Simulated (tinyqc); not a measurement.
# Implanted layer, carriers, mobility and sheet resistance: two studies

An n-type layer from the surface x = 0 to the junction xj, N(x) = N0 exp(-(x - Rp)^2/(2 sg^2)). Local neutrality (no depletion at surface or junction, no spilling of carriers), intrinsic carriers neglected, full ionisation of active dopants.

Inputs (values chosen for the exercise); values close to those of arsenic in silicon over a p-type background: temperature T = 300 K; background doping of the opposite type Nb = 5e15 cm^-3; peak chemical concentration N0 = 6.8e17 cm^-3; mobility limit at high doping m1 = 50.8 cm^2/(V s); mobility limit at low doping, at 300 K m2 = 1450 cm^2/(V s); reference doping of the mobility law Nr = 9.3e16 cm^-3; exponent of the mobility law am = 0.674; temperature exponent of m2 bt = 2.5; solubility limit of active dopant Ns = 2.07e20 cm^-3; straggle after annealing sg = 14 nm; projected range Rp = 8.1 nm.

Constants: q = 1.602176634e-19 C. Results are converted to the units shown.

Each table varies one quantity; the others keep the values above.

## Effect of the peak chemical concentration

xj = Rp + sg sqrt(2 ln(N0/Nb)). Active dopant A = min(N, Ns); n = A - Nb; mobility mu = m1 + (m2 (T/300 K)^(-bt) - m1)/(1 + ((A + Nb)/Nr)^am). Dose = integral of N, carrier sheet density = integral of n, 1/Rs = q integral of n mu, mean mobility 1/(q Rs sheet density), Hall mobility (unit Hall factor) = integral of n mu^2 over integral of n mu, Hall sheet density = (integral of n mu)^2/integral of n mu^2; all from 0 to xj. Integrals on 4000 steps.

Results:
columns A: N0 (cm^-3); B: xj (nm); C: dose (cm^-2); D: carriers (cm^-2); E: Rs (ohm/square); F: mean mobility (cm^2/(V s)); G: Rs xj (ohm nm); H: Hall/true sheet density
```
A           B         C         D        E      F        G       H
2.7e17  47.64  6.786e11  6.548e11  1.661e4  573.9  7.913e5  0.9659
7.3e17  52.30  1.839e12  1.813e12     8824  390.2  4.615e5  0.9279
2e18    56.56  5.041e12  5.013e12     4921  253.0  2.784e5  0.8820
5.4e18  60.43  1.362e13  1.358e13     2775  165.6  1.677e5  0.8480
1.5e19  64.12  3.782e13  3.779e13     1468  112.5  9.414e4  0.8435
1.1e20  70.71  2.774e14  2.773e14    330.6  68.07  2.338e4  0.9173
2.9e20  73.67  7.313e14  6.150e14    165.7  61.24  1.221e4  0.9513
8e20    76.64  2.017e15  7.847e14    132.0  60.26  1.012e4  0.9632
```

Estimate the missing row, N0 = 4e19 cm^-3.

Computed row:
columns A: N0 (cm^-3); B: xj (nm); C: dose (cm^-2); D: carriers (cm^-2); E: Rs (ohm/square); F: mean mobility (cm^2/(V s)); G: Rs xj (ohm nm); H: Hall/true sheet density
```
A         B         C         D      E      F        G       H
4e19  67.45  1.009e14  1.008e14  736.8  84.02  4.970e4  0.8716
```

With this row back in the table: As N0 goes from 2.7e17 to 8e20, xj rises from 47.6 to 76.6 nm, Rs falls from 16600 to 132 ohm/square, the mean mobility falls from 574 to 60.3 cm^2/(V s) and the share of the dose that conducts goes from 96.5 through a maximum of 100 (at N0 = 1.1e20 among the rows listed) to 38.9 %. Rs goes as dose^(-0.63) at the low end and dose^(-0.22) at the high end; constant mobility and activation would give -1. Above N0 = Ns = 2.07e20 cm^-3 added dopant only widens the clipped top. For N0 = 2.7e17, 7.3e17 depletion at the junction, left out, would remove a tenth of the carriers or more.

## Effect of the projected range

Same model as above.

Integrals on 4000 steps.

Effect of the projected range:
columns A: Rp (nm); B: xj (nm); C: dose (cm^-2); D: carriers (cm^-2); E: Rs (ohm/square); F: mean mobility (cm^2/(V s)); G: Rs xj (ohm nm); H: Hall/true sheet density
```
A        B         C         D        E      F        G       H
2    45.88  1.327e12  1.304e12  1.149e4  416.8  5.270e5  0.9230
2.6  46.48  1.367e12  1.344e12  1.120e4  414.6  5.208e5  0.9236
3.4  47.28  1.420e12  1.396e12  1.085e4  411.9  5.131e5  0.9245
4.5  48.38  1.492e12  1.468e12  1.040e4  408.7  5.034e5  0.9258
5.8  49.68  1.575e12  1.550e12     9929  405.6  4.933e5  0.9275
7.6  51.48  1.684e12  1.658e12     9353  402.5  4.815e5  0.9302
9.9  53.78  1.812e12  1.785e12     8735  400.3  4.698e5  0.9338
13   56.88  1.963e12  1.934e12     8070  399.8  4.591e5  0.9384
```

What does the table show?

As Rp goes from 2 to 13, xj rises from 45.9 to 56.9 nm, Rs falls from 11500 to 8070 ohm/square, the mean mobility falls from 417 to 400 cm^2/(V s) and the share of the dose that conducts stays near 98.4 %. In every row depletion at the junction, left out, would remove a tenth of the carriers or more.

Program tinyqc, `OMP_NUM_THREADS=1 python tinyqc.py 2110132 2110133 out.jsonl`; Intel Xeon 2.30GHz, shared host, one thread, about 0.01 s.
